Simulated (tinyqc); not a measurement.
# Capacitances against the distance to each plane

Endless row of lines of width wl, height tl and space sl between grounded planes at distance hd; e2 fills the gaps beside the lines, e1 the rest. Laplace's equation is solved on meshes of 3, 6 and 12 steps per unit u and extrapolated (Aitken), which is good to about 0.2 %. C_even (all lines at 1 V) is the capacitance Cg to the planes; C_odd (neighbours in antiphase) = Cg + 4 Cc if only nearest neighbours couple, which defines Cc; total with quiet neighbours Cg + 2 Cc. Plate values 2 eps0 e1 wl/hd and eps0 e2 tl/sl.

Inputs (values chosen for the exercise):
- e1 = 2.7 (relative permittivity above and below the lines)
- e2 = 1 (relative permittivity between the lines)
- wl = 4 u (line width, in units u)
- tl = 12 u (line height)
- sl = 4 u (space between lines)

Constants: eps0 = 8.8541878128e-12 F/m. Results are converted to the units shown.

The same in every row: plate Cc (aF/um) = 26.6.

Capacitances against the distance to each plane:

| hd (u) | Cg (aF/um) | Cc (aF/um) | Cg + 2 Cc (aF/um) | C_odd (aF/um) | plate Cg (aF/um) | share of coupling, 2 Cc/(Cg + 2 Cc) (%) |
|---|---|---|---|---|---|---|
| 2 | 152 | 25.0 | 202 | 252 | 95.6 | 24.8 |
| 3 | 108 | 28.9 | 166 | 224 | 63.8 | 34.9 |
| 4 | 84.2 | 32.2 | 148 | 213 | 47.8 | 43.3 |
| 5 | 69.0 | 34.8 | 139 | 208 | 38.3 | 50.2 |
| 6 | 58.4 | 37.0 | 132 | 206 | 31.9 | 55.9 |
| 8 | 44.8 | 40.1 | 125 | 205 | 23.9 | 64.2 |
| 10 | 36.3 | 42.1 | 120 | 205 | 19.1 | 69.9 |

As hd goes from 2 to 10, Cg falls from 152 to 36.3 aF/um, Cc rises from 25.0 to 42.1 aF/um and the share of coupling rises from 24.8 to 69.9 %. Cg is 1.58 times its plate value in the first row and 1.90 times in the last; for Cc the ratios are 0.943 and 1.59. Neighbours in antiphase raise the load by a factor of 1.25 and 1.70 over quiet ones. For hd = 8, 10 the planes are farther than 0.8 of the pitch, so second neighbours couple too and Cg + 2 Cc understates the quiet load by a per cent or more.

Program tinyqc, `OMP_NUM_THREADS=1 python tinyqc.py 2790167 2790168 out.jsonl`; Intel Xeon 2.30GHz, shared host, one thread, about 0.6 s.
